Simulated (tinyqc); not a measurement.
Inside a calculation: Stoner model of a band ferromagnet. Values are carried at full precision from step to step, so a last printed digit may differ when a step is redone from the rounded ones.

Density of states per atom and spin: two humps, D(e) = (M/W) [1 - sp cos(4 pi e/W)]. Levels e -/+ I m/2 for up and down spin, m = n_up - n_down, n_up + n_down = nd. At zero temperature e(N) is the energy below which N states lie, and E(m) = sum over spins of integral e D de - I m^2/4.

Parameters, chosen for this exercise:
- W = 6.2 eV (band width, e from -W/2 to W/2)
- M = 5 (states per atom and spin)
- nd = 8.7 (electrons per atom)
- sp = 0.63 (shape parameter)
- I = 1.3 eV (Stoner parameter)

## The paramagnetic state and the Stoner criterion

Find EF from nd/2 states per spin, D(EF) and the product I D(EF); below 1 the susceptibility is enhanced by 1/(1 - I D).

EF = 2.0352 eV
D(EF) = 1.0880 1/eV
I D(EF) = 1.4144

The paramagnet is unstable.

## Energy against moment

Tabulate the splitting that the band needs, e(n_up) - e(n_down), against I m, and E(m) - E(0), at nine moments up to saturation m_max = min(nd, 2M - nd).

Energy curve:
```
m      e(n_up) (eV)  e(n_down) (eV)  difference (eV)  I m (eV)  E - E(0) (meV)
0.000        2.0352          2.0352           0.0000    0.0000             0.0
0.163        2.1123          1.9626           0.1498    0.2112            -2.5
0.325        2.1953          1.8933           0.3021    0.4225            -9.9
0.487        2.2864          1.8265           0.4599    0.6338           -21.9
0.650        2.3888          1.7617           0.6271    0.8450           -37.9
0.812        2.5081          1.6983           0.8098    1.0562           -56.9
0.975        2.6544          1.6357           1.0187    1.2675           -77.3
1.137        2.8465          1.5738           1.2727    1.4788           -96.1
1.300        3.1000          1.5119           1.5881    1.6900          -109.0
```

dE/dm is half of (difference - I m), so E falls wherever I m exceeds the difference.

## The ground state

Take the lowest of E(0), the stationary points e(n_up) - e(n_down) = I m, and saturation.

m = 1.300 muB
exchange splitting I m = 1.690 eV
E - E(0) = -109.0 meV

n_up, n_down: 5.000  3.700

The moment is saturated (a strong ferromagnet): the majority band is full.

## Checks

- States in the band over M against 1: both 1.000000.

Program tinyqc; command `OMP_NUM_THREADS=1 python tinyqc.py 1682216 1682217 out.jsonl`; about 0.3 s on one thread of a shared Intel(R) Xeon(R) Processor @ 2.30GHz.
